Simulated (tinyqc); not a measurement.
Capacitance measurement on a leaky thin oxide: effects of series resistance and leakage: effect of the series resistance.

The device is a capacitance C in parallel with a leakage conductance G, in series with Rs and Ls. An impedance meter reports either a parallel pair (Cp, Gp) from Y = 1/Z = Gp + i w Cp or a series pair (Cs, Rm) from Z = Rm + 1/(i w Cs); w = 2 pi f, dissipation D = Gp/(w |Cp|).

EOT = 3.9 tox/eox; CET = EOT + zc + zp; C = 3.9 eps0 A/CET; G = Jg A/Vs. Z = Rs + i w Ls + 1/(G + i w C); CET read from Cp = 3.9 eps0 A/Cp; errors under 0.001 % are printed as 0.

Parameters, values chosen for the exercise; values of the order met in thin-oxide MOS capacitors:
```
symbol,value,unit,meaning
eox,9.18,,relative permittivity of the gate insulator (close to aluminium oxide)
tox,4.5,nm,insulator thickness
A,2500,um^2,gate area
zc,0.49,nm,oxide-equivalent thickness added by the accumulation layer
zp,0,nm,oxide-equivalent thickness added by gate depletion
Jg,5,A/cm^2,"gate leakage current density, not matched to the thickness"
Vs,0.45,V,voltage for an e-fold rise of the leakage
Ls,0,nH,series inductance
f,2e5,Hz,measuring frequency
```

Constants: eps0 = 8.8541878128e-14 F/cm where lengths are in cm. Results are converted to the units shown.

The same in every row: C (pF) = 35.944; Cs (pF) = 1395.4.

Results:

| Rs (ohm) | Cp (pF) | D | error of Cp (%) | error of Cs (%) | CET read from Cp (nm) |
|---|---|---|---|---|---|
| 1 | 35.924 | 6.1516 | -0.0555 | 3780 | 2.4031 |
| 3 | 35.884 | 6.1551 | -0.166 | 3780 | 2.4058 |
| 10 | 35.745 | 6.1674 | -0.553 | 3780 | 2.4151 |
| 100 | 34.026 | 6.3252 | -5.33 | 3780 | 2.5371 |
| 300 | 30.622 | 6.6759 | -14.8 | 3780 | 2.8192 |
| 1000 | 21.987 | 7.9033 | -38.8 | 3780 | 3.9263 |
| 3000 | 10.636 | 11.410 | -70.4 | 3780 | 8.1167 |

Estimate the missing row, Rs = 30 ohm.

Computed row:

| Rs (ohm) | Cp (pF) | D | error of Cp (%) | error of Cs (%) | CET read from Cp (nm) |
|---|---|---|---|---|---|
| 30 | 35.352 | 6.2025 | -1.65 | 3780 | 2.4420 |

With this row back in the table: As Rs goes from 1 to 3000, the error of Cp goes from -0.0555 to -70.4 %, that of Cs from 3780 to 3780 %, and D rises from 6.15 to 11.4. The CET read from Cp goes from 2.40 to 8.12 nm against the true 2.40 nm. Rs does not enter the imaginary part of Z, so Cs does not depend on it. In every row D exceeds 1, where the accuracy of real meters degrades in proportion to sqrt(1 + D^2).

Numbers from tinyqc (`OMP_NUM_THREADS=1 python tinyqc.py 2022188 2022189 out.jsonl`; about 0.01 s on one thread of a shared Intel Xeon 2.30GHz).
